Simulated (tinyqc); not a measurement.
Worked calculation: Koster-Slater impurity in a tight-binding band, by Green functions and by supercells. Computed by tinyqc, a small Python program that keeps every step. Command: `OMP_NUM_THREADS=1 python tinyqc.py 3021410 3021411 out.jsonl kosterslater walk`. One thread of a shared host (Intel(R) Xeon(R) Processor @ 2.30GHz), about 0.04 s of CPU time with the checks. Intermediate numbers are printed to about 6 digits and carried at full precision; extremes and crossings named in words are read from the listed rows.

One orbital per site, e(k) = -2 t sum cos(k_i) over 2 direction(s), band from -4 t to 4 t, lattice constant 1. One site has the extra energy U. Spin is left out.

Inputs (values chosen for the exercise, for a model band): hopping t = 1.2 eV; impurity potential U = -7.52 eV; supercell edge N = 4 sites; energy inside the band E = 0.245 eV; broadening eta = 0.18 eV; impurity concentration c = 0.0002 per site.

Lattice: square.

Constants: hbar = 6.582119569e-16 eV s.

## The host Green function outside the band

Outside the band G0(E) = (2/(pi E)) K(m), m = 16 t^2/E^2, K the complete elliptic integral with parameter m. A bound state solves 1/U = G0(E). Energies: 0.05, 0.2, 0.5, 1, 2, 4 and 8 t beyond the band edge on the side of U, rounded to four digits.

Scan on the side of U:
```
E (eV)  G0 (1/eV)  1/U - G0 (1/eV)
-4.86   -0.426242         0.293263
-5.04   -0.329986         0.197007
-5.40   -0.263529         0.130551
-6.00   -0.211708         0.078729
-7.20   -0.160010         0.027031
-9.60   -0.111790        -0.021189
-14.40  -0.071504        -0.061475
```

G0 diverges at the band edge, so any U binds a state, exponentially weakly when U is small.

## The bound state

Bisection in ln(distance from the edge) between 1e-5 t and |U| + t. Weight on the impurity site: -1/(U^2 dG0/dE), by a central difference with step min(1e-4 t, distance/30). Decay length along an axis: 1/arccosh(1 + distance/(2 t)).

level E_b = -8.30340 eV

distance from the band edge = 3.50340 eV

weight on the impurity site = 0.891749

decay length = 0.645552 sites

The state is compact: most of it sits on the impurity.

## Green function inside the band

Inside the band G0(z), z = E + i eta, comes from the chain form 1/(sqrt(y - 2t) sqrt(y + 2t)) (principal roots) at y = z + 2 t cos k, averaged over k in (0, pi) with 200 Gauss-Legendre points.

G0(E + i eta) = 0.124732-0.549831i 1/eV

## Scattering

T = U/(1 - U G0); phase shift delta = -arg(1 - U G0) in (-pi, pi]; host density of states -Im G0/pi; on the impurity -Im[G0/(1 - U G0)]/pi; lifetime of a band state hbar/(-2 c Im T).

T matrix = -0.69892-1.49115i eV

phase shift delta = 1.13249 rad

host density of states = 0.175017 1/eV

density of states on the impurity = 0.00839337 1/eV

scattering lifetime = 1103.53 fs

The Born approximation would take Im T = U^2 Im G0 = -31.1 eV, 20.9 times the full value.

## The level in the supercell

In a periodic cell of N sites along each direction with Bloch vector K, the level solves 1/U = N^-d sum_k 1/(E - e(k)), k_i = (2 pi m_i + K_i)/N, m_i = 0..N-1; the outermost root on the side of U is taken (bisection). d is the number of directions. Gamma means K_i = 0, the zone corner K_i = pi, the quarter point K_i = pi/2. The error is measured against the isolated level E_b.

level at Gamma = -8.32813 eV

level at the corner = -8.27951 eV

level at the quarter point = -8.30337 eV

error at Gamma = -0.0247269 eV

width between Gamma and the corner = 0.0486164 eV

Images turn the level into a band 0.0486 eV wide; the quarter point misses the isolated level by 3.4e-5 eV, far less than Gamma, because the leading hopping between images averages out there.

## Convergence with cell size

Even N; errors against the isolated level E_b, set to 0 below 1e-6 t.

Error of the level (eV):
```
N   sites         Gamma       corner  quarter point
2       4  -7.06618e-01  7.83401e-01    2.38895e-02
4      16  -2.47269e-02  2.38895e-02    3.37996e-05
6      36  -8.84960e-04  8.73311e-04              0
8      64  -3.39141e-05  3.37996e-05              0
12    144             0            0              0
16    256             0            0              0
```

The error at Gamma falls exponentially, between the last two resolved rows by exp(-1.631) per site against 1/(decay length) = 1.549; the rest is the power-law prefactor of the Green function. Gamma and the corner err in opposite directions. Among the sizes listed an error below 1 meV is first reached at N = 6 at Gamma; at the quarter point N = 4 is enough.

## Phase shift across the band

delta/pi = -arg(1 - U G0)/pi counts the states added below E (Friedel); host DOS = -Im G0/pi, DOS on the impurity = -Im[G0/(1 - U G0)]/pi; 13 evenly spaced energies from -(band edge + |U| + 2t) to +(band edge + |U| + 2t).

Across the spectrum:
```
E (eV)    Re G0 (1/eV)  host DOS (1/eV)  DOS on the impurity (1/eV)  delta/pi
-14.7200     -0.069845         0.000288                   0.0012766  0.004558
-12.2667     -0.084921         0.000432                   0.0033032  0.008982
-9.8133      -0.108932         0.000733                   0.0221990  0.030371
-7.3600      -0.155108         0.001623                   0.0556443  0.927928
-4.9067      -0.341232         0.023242                   0.0084391  0.892660
-2.4533      -0.215537         0.089208                   0.0184808  0.591189
0.0000        0.000000         0.197087                   0.0086900  0.432660
2.4533        0.215537         0.089208                   0.0078872  0.215578
4.9067        0.341232         0.023242                   0.0017853  0.048629
7.3600        0.155108         0.001623                   0.0003456  0.005632
9.8133        0.108932         0.000733                   0.0002213  0.003028
12.2667       0.084921         0.000432                   0.0001608  0.001981
14.7200       0.069845         0.000288                   0.0001237  0.001419
```

delta/pi starts and ends near zero (+0.005 and +0.001): the impurity moves states but creates none. delta/pi rises at the bound state below the band (-8.303 eV), reaches 0.93 among these rows (1 in the limit of small eta, just above the level) and is paid back by the top of the band.

Checks made by the program: G0 at the level by a direct sum over directions (relative difference below 1e-10).
